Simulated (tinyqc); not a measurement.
From results back to parameters: donors with valley-orbit split 1s states. Four cases, with inputs chosen for the exercise.

Problem. The electron density is given and ND is hidden.

Each donor binds at most one electron, in any of its states. For a site s, W_s = sum over its states of g exp(E/kT), and the ionised share is 1/(1 + W_s exp(eta)), eta = (EF - Ec)/kT; n = Nc F_1/2(eta); neutrality n + NA = ND x (mean ionised share); holes are neglected. Nc from N = 2 (m kB T/(4 pi c))^(3/2) with c = hbar^2/2m0, in 1/angstrom^3; times 1e24 for 1/cm^3, m = md. F_j(eta) = (1/Gamma(j + 1)) integral_0^infinity x^j dx/(1 + exp(x - eta)), which tends to exp(eta) for eta << 0.

Constants: hbar^2/2m0 = 3.80998211 eV angstrom^2; kB = 8.617333262e-05 eV/K.

Find: eta; mean ionised share; ND.

Method. n/Nc gives eta, eta and W_s give the ionised share, and ND = (n + NA)/share.

Case 1.

Values chosen (near those of Sb in Si; shifted at random, so the results belong to these values and not to a real crystal): md = 1.042 m0 (density-of-states mass of the conduction band); E = (41.4, 31.8, 28.6) meV (binding energies of 1s(A1), 1s(T2), 1s(E)); g = (2, 6, 4) (their degeneracies with spin); T = 500 K; NA = 0 1/cm^3 (compensating acceptors, all ionised).

n = 8.6522e+17 1/cm^3

Solution.

eta = -4.190
mean ionised share = 0.721
ND = 1.2e+18 1/cm^3

Case 2.

Values chosen (near those of As in Si; shifted at random, so the results belong to these values and not to a real crystal): md = 1.068 m0 (density-of-states mass of the conduction band); E = (53.8, 32.4, 32.4) meV (binding energies of 1s(A1), 1s(T2), 1s(E)); g = (2, 6, 4) (their degeneracies with spin); T = 300 K; NA = 0 1/cm^3 (compensating acceptors, all ionised).

n = 1.0786e+16 1/cm^3

Solution.

eta = -7.851
mean ionised share = 0.981
ND = 1.1e+16 1/cm^3

Case 3.

Values chosen (near those of As in Si; shifted at random, so the results belong to these values and not to a real crystal): md = 1.062 m0 (density-of-states mass of the conduction band); E = (54.2, 33.2, 31.7) meV (binding energies of 1s(A1), 1s(T2), 1s(E)); g = (2, 6, 4) (their degeneracies with spin); T = 400 K; NA = 8.5e+16 1/cm^3 (compensating acceptors, all ionised).

n = 4.1258e+17 1/cm^3

Solution.

eta = -4.626
mean ionised share = 0.743
ND = 6.7e+17 1/cm^3

Case 4.

Values chosen (near those of P in Si; shifted at random, so the results belong to these values and not to a real crystal): md = 1.085 m0 (density-of-states mass of the conduction band); E = (45.7, 34.3, 33.2) meV (binding energies of 1s(A1), 1s(T2), 1s(E)); g = (2, 6, 4) (their degeneracies with spin); T = 200 K; NA = 0 1/cm^3 (compensating acceptors, all ionised).

n = 2.1101e+17 1/cm^3

Solution.

eta = -4.288
mean ionised share = 0.422
ND = 5.0e+17 1/cm^3

Computed by tinyqc, one run a case: `OMP_NUM_THREADS=1 python tinyqc.py N N+1 out.jsonl` with N = 1650538, 1650614, 1650661, 1650668; one thread of a shared Intel(R) Xeon(R) Processor @ 2.30GHz, about 0.03 s a run at most.
